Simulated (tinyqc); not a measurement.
# Fermi-level pinning at a metal contact (Cowley-Sze model): two studies

Interface states of density Ds lie behind a thin layer of thickness dl. Neglecting the depletion charge, the barrier for electrons is phi = S (pM - chi) + (1 - S) E0 with S = 1/(1 + q Ds dl/(eps0 ei)); the barrier for holes is Eg - phi.

Parameters, values chosen for the exercise; material values those of a made-up semiconductor: band gap Eg = 3.52 eV; electron affinity chi = 4.38 eV; density of interface states Ds = 3.8e13 cm^-2 eV^-1; depth of their neutrality level below the conduction edge E0 = 1.42 eV; thickness of the interface layer dl = 0.39 nm; its relative permittivity ei = 2.9; metal work function pM = 5.16 eV.

Constants: q = 1.602176634e-19 C, eps0 = 8.8541878128e-14 F/cm where lengths are in cm. Results are converted to the units shown.

Each table varies one quantity; the others keep the values above.

## Barrier against work function

phi is listed beside the Schottky-Mott value pM - chi.

Result of one run:

| pM (eV) | pM - chi (eV) | phi (eV) |
|---|---|---|
| 4.9 | 0.5200 | 0.9524 |

What becomes of these results when the metal work function pM is changed from 4.9 to 4.6 eV, all else the same?

Result of the changed run:

| pM (eV) | pM - chi (eV) | phi (eV) |
|---|---|---|
| 4.6 | 0.2200 | 0.7965 |

The whole series:

| pM (eV) | pM - chi (eV) | phi (eV) |
|---|---|---|
| 3.4 | -0.9800 | 0.1731 |
| 3.7 | -0.6800 | 0.3289 |
| 4 | -0.3800 | 0.4848 |
| 4.3 | -0.08000 | 0.6407 |
| 4.6 | 0.2200 | 0.7965 |
| 4.9 | 0.5200 | 0.9524 |
| 5.2 | 0.8200 | 1.108 |
| 5.5 | 1.120 | 1.264 |
| 5.8 | 1.420 | 1.420 |

phi rises with slope S = 0.520, by 1.25 eV over 2.40 eV of work function, and equals the Schottky-Mott value at pM = chi + E0 = 5.80 eV.

## Unpinning by a thin insulator

Same model as above.

An inserted insulator of thickness t and permittivity 6.5 damps the metal-induced states, Ds(t) = Ds exp(-t/0.38 nm), and adds t/6.5 to dl/ei.

Unpinning by a thin insulator:

| t (nm) | Ds(t) (cm^-2 eV^-1) | S | phi (eV) |
|---|---|---|---|
| 0 | 3.800e13 | 0.5196 | 1.087 |
| 0.3 | 1.726e13 | 0.6394 | 1.011 |
| 0.6 | 7.835e12 | 0.7567 | 0.9357 |
| 0.9 | 3.558e12 | 0.8505 | 0.8757 |
| 1.2 | 1.616e12 | 0.9147 | 0.8346 |
| 1.5 | 7.336e11 | 0.9538 | 0.8096 |
| 1.8 | 3.331e11 | 0.9758 | 0.7955 |
| 2.1 | 1.513e11 | 0.9876 | 0.7879 |
| 2.4 | 6.869e10 | 0.9938 | 0.7840 |

What does the comparison show?

S rises from 0.520 to 0.994, and phi falls from 1.09 to 0.784 eV, towards pM - chi = 0.780 eV. The insulator also adds a tunnelling resistance, which is not counted here and sets a best thickness.

tinyqc, about 0.01 s, one thread, Intel Xeon 2.30GHz (shared host): `OMP_NUM_THREADS=1 python tinyqc.py 2430003 2430004 out.jsonl`
